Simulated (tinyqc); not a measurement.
# Changing the reactive partial pressure P

Model: Berg model of reactive sputtering of a nitride or oxide: poisoning, hysteresis and pumping speed. Computed by tinyqc, a small Python program. Command: `OMP_NUM_THREADS=1 python tinyqc.py 3028976 3028977 out.jsonl berg sweep`. One thread of a shared host (Intel(R) Xeon(R) Processor @ 2.30GHz), about 0.03 s of CPU time with the checks.

A diatomic gas reacts with bare metal on the target and on the collecting surfaces; ions remove metal and compound from the target. theta_t and theta_c are the compound fractions.

Inputs (values chosen for the exercise, close to those used for aluminium nitride):

| quantity | value | unit |
|---|---|---|
| ion current density J | 5 | mA/cm^2 |
| target area A_t | 93 | cm^2 |
| collecting area A_c | 3000 | cm^2 |
| metal yield Y_m | 0.91 | - |
| compound yield Y_c | 0.16 | - |
| sticking coefficient alpha | 0.83 | - |
| reactive atoms per metal atom z | 1 | - |
| gas mass M | 28 | u |
| pumping speed S | 120 | l/s |
| gas temperature T | 300 | K |

Constants: e = 1.602176634e-19 C; u = 1.6605390666e-27 kg; k_B = 1.380649e-23 J/K.

Method. Ion flux j = J/e; gas flux F = P/sqrt(2 pi M k_B T). Target: (2/z) alpha F (1 - theta_t) = j Y_c theta_t. Sputtered flows F_c = j Y_c theta_t A_t, F_m = j Y_m (1 - theta_t) A_t. Collector: (2/z) alpha F (1 - theta_c) A_c + F_c (1 - theta_c) = F_m theta_c. Gas use Q = alpha F [(1 - theta_t) A_t + (1 - theta_c) A_c] + P S/(k_B T); 1 sccm = 4.4780e17 molecules/s. Rate R = F_m + F_c, given relative to j Y_m A_t.

One run for each value:

| reactive partial pressure P (Pa) | total flow Q (sccm) | rate relative to clean metal | theta_t | theta_c |
|---|---|---|---|---|
| 5.00e-04 | 1.770 | 0.73351 | 0.32335 | 0.80352 |
| 1.10e-03 | 1.648 | 0.57761 | 0.51250 | 0.92546 |
| 2.30e-03 | 1.396 | 0.43353 | 0.68732 | 0.97576 |
| 5.00e-03 | 1.257 | 0.31845 | 0.82695 | 0.99369 |
| 1.10e-02 | 1.440 | 0.24741 | 0.91314 | 0.99855 |
| 2.30e-02 | 2.112 | 0.21169 | 0.95649 | 0.99965 |
| 5.00e-02 | 3.803 | 0.19272 | 0.97950 | 0.99992 |
| 1.10e-01 | 7.658 | 0.18359 | 0.99058 | 0.99998 |
| 2.30e-01 | 15.410 | 0.17956 | 0.99547 | 1.00000 |
| 5.00e-01 | 32.873 | 0.17755 | 0.99791 | 1.00000 |

Over the rows, total flow Q (sccm) goes from 1.77 through a minimum among these rows, 1.26 at 0.00500, to 32.9; rate relative to clean metal falls from 0.734 to 0.178 (exponent d ln y / d ln x -0.30 between the first rows and -0.015 between the last); theta_t rises from 0.323 to 0.998 (exponent d ln y / d ln x 0.58 between the first rows and 0.0032 between the last). Where Q falls as P rises the target is poisoning and the metal that getters the gas dwindles; that stretch is unstable under flow control.

Caution (rows 0.00110, 0.00230, 0.00500): here dQ/dP is negative, a branch that flow control cannot hold.

Extremes, crossings and ranges named in words are read from the listed rows.
